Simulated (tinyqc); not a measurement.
# Film and buried-oxide thickness from two coupling ratios

Question. In a depleted film -dVT/dVb is k1 = Cs Cbox/(Cox (Cs + Cbox)) for a front channel and k2 = Cbox (Cox + Cs)/(Cox Cs) for a back channel, with Cox = eps0 eox/tox, Cs = eps0 eps_r/ts, Cbox = 3.9 eps0/tb. Find ts and tb.

Values chosen for this exercise; band and dielectric values close to those of silicon: relative permittivity eps_r = 11.5; relative permittivity of the gate insulator (close to silicon dioxide) eox = 3.9; insulator thickness tox = 1.9 nm.

coupling ratios for a front and a back channel: 0.018191658  0.085137533

Answer. With y = Cox/Cs and z = Cox/Cbox, 1/k1 = y + z and k2 = (1 + y)/z, so y = (k2/k1 - 1)/(1 + k2); the thicknesses follow from y and z.

ts = 19.00 nm
tb = 98.00 nm

Program tinyqc, `OMP_NUM_THREADS=1 python tinyqc.py 2190065 2190066 out.jsonl`; Intel Xeon 2.30GHz, shared host, one thread, about 0.4 s.
